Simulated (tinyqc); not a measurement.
Lattice vibrations of a chain, step by step. Computed by tinyqc, a small Python program that keeps every step. Command: `OMP_NUM_THREADS=1 python tinyqc.py 20755 20756 out.jsonl` (the two numbers bound the seeds that draw the settings). One thread of a shared host (Intel(R) Xeon(R) Processor @ 2.60GHz), about 0.01 s of CPU time with the checks.

## Dynamical matrix at q = 0.44

A chain moving along its axis:
```
atom                mass (u)  spring to the next atom (eV/angstrom^2)
1                  78.500000                                21.900000
2                  91.700000                                18.600000
second neighbours          -                                 0.300000
```

q is in units of 2 pi/a. A spring k from atom i to atom j, n cells on, adds k to Phi_ii and Phi_jj, -k exp(2 pi i q n) to Phi_ij and the conjugate to Phi_ji (for one atom a cell: 2k (1 - cos 2 pi q n)); D_ij = Phi_ij / sqrt(m_i m_j).

D(q) (eV/(angstrom^2 u)):
$$\begin{pmatrix}
0.530673 & -0.054290+0.080703i \\
-0.054290-0.080703i & 0.454284
\end{pmatrix}$$

## Frequencies

omega^2 are the eigenvalues; wavenumber = 521.4708 sqrt(eigenvalue) 1/cm.

eigenvalues: [0.387984, 0.596974]

wavenumbers (1/cm): [324.8, 402.9]

weights |e|^2 of the mass-weighted modes, order atom 1, atom 2:
$$\begin{pmatrix}
0.317242 & 0.682758 \\
0.682758 & 0.317242
\end{pmatrix}$$

## Dispersion and heat capacity

C/k_B per atom = mean over q = (j + 1/2)/80, j = 0..39 and all branches of y^2 e^y/(e^y - 1)^2, y = hc wavenumber / k_B T.

Wavenumbers (1/cm):
```
q           branch 1    branch 2
0.000000    0.000000  510.290889
0.062500   51.144781  508.010487
0.125000  101.695310  501.183358
0.187500  151.063131  489.855247
0.250000  198.665119  474.116749
0.312500  243.900705  454.140129
0.375000  286.036268  430.308729
0.437500  323.478991  403.955371
0.500000  345.289703  385.859136
```

Heat capacity:
```
T (K)  C/k_B per atom
20           0.055969
50           0.142842
100          0.310647
200          0.629111
300          0.794509
600          0.940104
1200         0.984393
```

zero-point energy per atom = 20.312606 meV
